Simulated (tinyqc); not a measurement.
X-ray photoelectron analysis of a thin oxide on a semiconductor: attenuation lengths, thickness, angle series and band offsets. Changing the oxide thickness d. Computed by tinyqc, a small Python program. Command: `OMP_NUM_THREADS=1 python tinyqc.py 3111122 3111123 out.jsonl xps sweep`. One thread of a shared host (Intel(R) Xeon(R) Processor @ 2.30GHz), about 0.01 s of CPU time with the checks.

The same element is seen in the oxide and in the substrate, at nearly the same kinetic energy; films are flat and uniform, and the work function is ignored.

Inputs (values chosen for the exercise, modelled on SiO2 on silicon):
```
quantity                                           value     unit
photon energy                                       2000       eV
binding energy of the core level                    99.4       eV
oxide density                                       2.19   g/cm^3
oxide formula mass                                 60.08    g/mol
valence electrons per oxide formula                   16        -
oxide gap                                           8.96       eV
substrate density                                   2.33   g/cm^3
substrate formula mass                             28.09    g/mol
valence electrons per substrate formula                4        -
substrate gap                                       1.12       eV
emission angle from the normal                        55  degrees
attenuation length over inelastic mean free path    0.87        -
carbon overlayer                                    0.72       nm
counts in the two peaks together                  200000        -
valence band offset used to make the data           4.53       eV
core level less valence band top, substrate        98.71       eV
core level less valence band top, thick oxide      98.08       eV
field in the oxide                                  0.31    MV/cm
```

Method:
- TPP-2M: lambda = E/(E_p^2 [b ln(c E) - C/E + D/E^2]) in angstrom, E_p = 28.8 sqrt(N_v rho/M), b = -0.10 + 0.944/sqrt(E_p^2 + E_g^2) + 0.069 rho^0.1, c = 0.191/sqrt(rho), U = N_v rho/M, C = 1.97 - 0.91 U, D = 53.4 - 20.8 U, with E = photon energy less binding energy in eV.
- Attenuation length L = factor x lambda.
- R_0 = (rho_o/M_o) L_o/((rho_s/M_s) L_s); peak ratio R = I_ox/I_sub = R_0 [exp(d/(L_o cos theta)) - 1]; hence d = L_o cos theta ln(1 + R/R_0). A carbon layer weakens both peaks alike, by exp(-d_C/(L_o cos theta)) if its L is taken equal to L_o. This R_0 leaves out intrinsic losses from the substrate peak, so calibrated values can be larger.
- With x = d/(L_o cos theta): d ln d/d ln R = (1 - exp(-x))/x = -d ln d/d ln R_0; counting error of R = 1/sqrt(N f (1 - f)), f the oxide share, which times the sensitivity gives that of d; an angle error adds tan(theta) d theta; d is proportional to L_o at fixed R_0. Assumed errors: 5 % in R_0, 1 degree, 5 % in L_o.
- Valence band offset = (E_core - E_v)(substrate) - (E_core - E_v)(oxide) + (core level separation at the interface, oxide less substrate). The separation is made here from the given offset; a uniform field F that raises the binding energy towards the surface shifts the oxide peak by e F <z>, <z> = d/(1 - exp(-x)) - d/x, x = d/(L_o cos theta), being the mean distance from the interface. Conduction band offset = oxide gap - substrate gap - valence band offset.

One run for each value:
```
oxide thickness d (nm)     ratio R  counting error of d (%)  sensitivity to R  apparent valence band offset (eV)
0.30                    7.0509e-02                  0.84953           0.94238                             4.5347
0.46                    1.1172e-01                  0.67938           0.91346                             4.5373
0.70                    1.7869e-01                  0.54388           0.87230                             4.5414
1.10                    3.0561e-01                  0.42731           0.80915                             4.5483
1.70                    5.3843e-01                  0.34024           0.72576                             4.5593
2.50                    9.4982e-01                  0.28289           0.63236                             4.5751
3.90                    2.0770e+00                  0.24185           0.50659                             4.6056
9.10                    2.0464e+01                  0.28405           0.26773                             4.7422
14.00                   1.4840e+02                  0.48831           0.17807                             4.8880
```

Give the missing row, oxide thickness d (nm) = 6.00.

Computed row:
```
oxide thickness d (nm)     ratio R  counting error of d (%)  sensitivity to R  apparent valence band offset (eV)
6.00                    5.5353e+00                  0.23548           0.37912                             4.6570
```

Interpolating between the two neighbouring rows (the first column on a logarithmic scale, the others too where they are positive) misses most in ratio R, by 20 %. Over the rows, ratio R rises from 0.0705 to 148 (exponent d ln y / d ln x 1.1 between the first rows and 4.6 between the last); counting error of d (%) goes from 0.850 through a minimum among these rows, 0.235 at 6.00, to 0.488; sensitivity to R falls from 0.942 to 0.178 (exponent d ln y / d ln x -0.073 between the first rows and -0.95 between the last). The counting error is least at d = 6 nm among these rows: thin films give few oxide counts, thick ones few substrate counts.

Extremes, crossings and ranges named in words are read from the listed rows.
